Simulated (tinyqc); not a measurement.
# Thickness from two neighbouring fringes

Question. At normal incidence a transparent film with an index between those of air and substrate, taken as constant, has reflectance minima at 2 n1 d = (m + 1/2) lam (small phase shifts at the substrate neglected). Find d and the order m of the shorter wavelength.

Inputs (values chosen for the exercise):
- n1 = 1.461 (index of the transparent film)

wavelengths of two neighbouring reflectance minima (nm): 434  485.05882

Answer. Neighbouring orders differ by one: 2 n1 d (1/lam1 - 1/lam2) = 1.

d = 1.41e3 nm
m = 9

Numbers from tinyqc (`OMP_NUM_THREADS=1 python tinyqc.py 2870229 2870230 out.jsonl`; about 0.3 s on one thread of a shared Intel Xeon 2.30GHz).
